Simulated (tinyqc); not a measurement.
# p-n heterojunction, non-linear Poisson equation by Newton steps, Fermi-Dirac statistics: effects of single changes

One dimension, material 1 (p-type) at x < 0 and material 2 (n-type) at x > 0. Band edges: Ec = -psi in material 1 and -psi + dEc in material 2, Ev = Ec - Eg. Flat quasi-Fermi levels: 0 for holes, +V for electrons. n = Nc F((EFn - Ec)/Vt), p = Nv F((Ev - EFp)/Vt), with F(eta) = F_1/2(eta) = (2/sqrt(pi)) int_0^infinity sqrt(u) du/(1 + exp(u - eta)) (Fermi-Dirac statistics); full ionisation, no interface charge, classical densities; the doping types are chosen for the exercise.

Inputs (values chosen for the exercise); band and dielectric values those of a made-up pair:
- T = 250 K (temperature)
- Eg1 = 3.95 eV (band gap of material 1)
- er1 = 11.4 (relative permittivity of material 1)
- Nc1 = 1.96e18 cm^-3 (conduction-band density of states of material 1)
- Nv1 = 3.7e19 cm^-3 (valence-band density of states of material 1)
- Eg2 = 3.44 eV (band gap of material 2)
- er2 = 9.21 (relative permittivity of material 2)
- Nc2 = 2.34e18 cm^-3 (conduction-band density of states of material 2)
- Nv2 = 4.91e19 cm^-3 (valence-band density of states of material 2)
- dEc = 0.25 eV (conduction-band offset Ec2 - Ec1)
- N1 = 3e18 cm^-3 (acceptor density of material 1)
- N2 = 1.9e17 cm^-3 (donor density of material 2)
- V = 0 V (bias of side 1 against side 2)

Constants: q = 1.602176634e-19 C, kB = 1.380649e-23 J/K, Vt = kB T/q, eps0 = 8.8541878128e-14 F/cm where lengths are in cm. Results are converted to the units shown.

Each table varies one quantity; the others keep the values above.

## Effect of the bias of side 1 against side 2

Exact first integral: on each side D^2/(2 eps0 er) = G, G = q [Vt (nI_j - nI_b) + Vt (pI_j - pI_b) - C (psi_j - psi_b)], with C = -N1 or +N2, b the neutral end of that side, and nI, pI the densities with F_1/2 replaced by F_3/2(eta) = (4/(3 sqrt(pi))) int_0^infinity u^(3/2) du/(1 + exp(u - eta)). D is continuous, so er1 G1(psi_j) = er2 G2(psi_j) fixes psi_j. Ends from Nv1 F((-psi_L - Eg1)/Vt) = N1 and Nc2 F((V + psi_R - dEc)/Vt) = N2. D is counted positive when psi rises towards material 2. Depletion (Anderson) capacitance C^2 = q eps0 er1 er2 N1 N2/(2 (er1 N1 + er2 N2)(psi_R - psi_L)). -dD/dV is the change of the displacement at the interface with both quasi-Fermi levels flat; it is the terminal capacitance only while neither side holds an inversion layer. n_j and p_j are densities at the interface.

Effect of the bias of side 1 against side 2:
```
V (V),psi_R - psi_L (V),psi_j - psi_L (V),psi_R - psi_j (V),D/q (cm^-2),n_j in 1 (cm^-3),p_j in 2 (cm^-3),-dD/dV (nF/cm^2),depletion C (nF/cm^2)
1.2,2.893,0.6858,2.207,5.010e12,5.743e-23,7.531e19,1.450,63.89
0.6,3.493,0.6873,2.806,5.015e12,4.936e-35,7.198e19,1.512,58.14
0,4.093,0.6888,3.404,5.021e12,4.254e-47,6.861e19,1.580,53.71
-0.6,4.693,0.6905,4.003,5.027e12,3.680e-59,6.520e19,1.656,50.16
-1.2,5.293,0.6921,4.601,5.034e12,3.195e-71,6.174e19,1.741,47.23
-1.8,5.893,0.6939,5.199,5.040e12,2.786e-83,5.823e19,1.837,44.76
-2.4,6.493,0.6958,5.797,5.047e12,2.441e-95,5.468e19,1.946,42.64
-3,7.093,0.6978,6.395,5.055e12,2.151e-107,5.109e19,2.070,40.80
```

What does the table show?

As V goes from 1.2 to -3, the total bending rises from 2.89 to 7.09 V and the sheet charge D/q rises from 5.01e12 to 5.05e12 cm^-2; the share of the bending in material 1 falls from 23.7 to 9.84 %. The capacitance departs most from the depletion formula at V = 1.2, where it is 98 % below it, and there the holes at the interface in material 2 outnumber its donors: an inversion layer has formed, which screens D from the bias. In every row the carriers at the interface are degenerate and confined to a layer thin enough for quantisation, which is left out.

## Effect of the conduction-band offset Ec2 - Ec1

Same model as above.

Results:
```
dEc (eV),psi_R - psi_L (V),psi_j - psi_L (V),psi_R - psi_j (V),D/q (cm^-2),n_j in 1 (cm^-3),p_j in 2 (cm^-3),-dD/dV (nF/cm^2),depletion C (nF/cm^2)
-0.05,3.793,0.4098,3.383,3.829e12,1.006e-52,3.328e19,4.041,55.79
0.03,3.873,0.4827,3.390,4.174e12,2.970e-51,4.313e19,2.931,55.22
0.1,3.943,0.5476,3.395,4.458e12,6.044e-50,5.150e19,2.330,54.72
0.18,4.023,0.6226,3.400,4.765e12,1.969e-48,6.076e19,1.867,54.18
0.25,4.093,0.6888,3.404,5.021e12,4.254e-47,6.861e19,1.580,53.71
0.4,4.243,0.8319,3.411,5.534e12,3.258e-44,8.470e19,1.174,52.75
0.48,4.323,0.9087,3.414,5.790e12,1.151e-42,9.290e19,1.026,52.26
0.55,4.393,0.9761,3.417,6.006e12,2.630e-41,9.989e19,0.9229,51.84
```

Estimate the missing row, dEc = 0.33 eV.

Computed row:
```
dEc (eV),psi_R - psi_L (V),psi_j - psi_L (V),psi_R - psi_j (V),D/q (cm^-2),n_j in 1 (cm^-3),p_j in 2 (cm^-3),-dD/dV (nF/cm^2),depletion C (nF/cm^2)
0.33,4.173,0.7650,3.408,5.300e12,1.457e-45,7.731e19,1.337,53.19
```

With this row back in the table: As dEc goes from -0.05 to 0.55, the total bending rises from 3.79 to 4.39 V and the sheet charge D/q rises from 3.83e12 to 6.01e12 cm^-2; the share of the bending in material 1 rises from 10.8 to 22.2 %. The alignment is staggered for dEc = 0.03, 0.1, 0.18, 0.25, 0.33, 0.4, 0.48, 0.55 eV. The capacitance departs most from the depletion formula at dEc = 0.55, where it is 98 % below it, and there the holes at the interface in material 2 outnumber its donors: an inversion layer has formed, which screens D from the bias. For dEc = 0.1, 0.18, 0.25, 0.33, 0.4, 0.48, 0.55 the carriers at the interface are degenerate and confined to a layer thin enough for quantisation, which is left out.

Computed by the program tinyqc: `OMP_NUM_THREADS=1 python tinyqc.py 2040061 2040062 out.jsonl`, one thread of a shared Intel Xeon 2.30GHz, about 0.3 s for the whole run.
